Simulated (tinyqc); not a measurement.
From one set of inputs to another, one input at a time: elastic strain and critical thickness of a cubic alloy layer A(1-x)B(x) on a thick substrate. Computed by tinyqc, a small Python program. Command: `OMP_NUM_THREADS=1 python tinyqc.py 3008521 3008522 out.jsonl misfit ladder`. One thread of a shared host (Intel(R) Xeon(R) Processor @ 2.30GHz), about 0.01 s of CPU time with the checks.

Strain is positive in tension. The layer is coherent with the substrate unless said otherwise.

The inputs printed are set A. Inputs not listed in the table keep their values of set A, so the rows need not describe a real material.

Inputs (values chosen for the exercise, for a model alloy): fraction x of B = 0.58; lattice constant a_A = 5.653 angstrom; lattice constant a_B = 6.058 angstrom; substrate lattice constant a_S = 5.863 angstrom; layer thickness h = 340 nm.

Growth plane: (001).

C11, C12, C44 of A (GPa): [112.1, 48.07, 65.46]

C11, C12, C44 of B (GPa): [88.9, 39.94, 43.46]

Method. a = (1 - x) a_A + x a_B, the same rule for each C_ij; misfit f = (a_S - a)/a, the in-plane strain of the coherent layer. (001): D = 2 C12/C11, M = C11 + C12 - 2 C12^2/C11. The free surface carries no normal stress, so e_perp = -D f; dV/V = 2 f + e_perp; stress = M f; energy per area = M f^2 h (1 GPa nm = 1 J/m^2).

Each row keeps all changes above it:
```
input moved                                 from     to   misfit f  in-plane stress (GPa)  strain energy per area (J/m^2)
set A                                          -      -  -0.004229                -0.4393                      6.3172e-01
fraction x of B                             0.58   0.55  -0.002170                -0.2271                      1.6757e-01
layer thickness h (nm)                       340     44  -0.002170                -0.2271                      2.1685e-02
lattice constant a_B (angstrom)            6.058  5.451   0.057940                 6.0646                      1.5461e+01
substrate lattice constant a_S (angstrom)  5.863  5.653   0.020047                 2.0983                      1.8509e+00
```

Misfit f goes from -0.00423 to 0.0200, +0.0243 in all. The largest single move comes from lattice constant a_B (+0.0601), and substrate lattice constant a_S works against it (-0.0379). In-plane stress goes from -0.439 to 2.10, +2.54 in all. The largest single move comes from lattice constant a_B (+6.29), and substrate lattice constant a_S works against it (-3.97). Strain energy per area goes from 0.632 to 1.85, a factor 2.93 in all. The largest single move comes from lattice constant a_B (a factor 713), and substrate lattice constant a_S works against it (a factor 0.120). The single moves hold for this order of the switches; the total does not depend on the order.

Caution (rows lattice constant a_B, substrate lattice constant a_S): above about 2 % misfit, linear elasticity is rough and compressed layers tend to form islands before dislocations.

Extremes, crossings and ranges named in words are read from the listed rows.
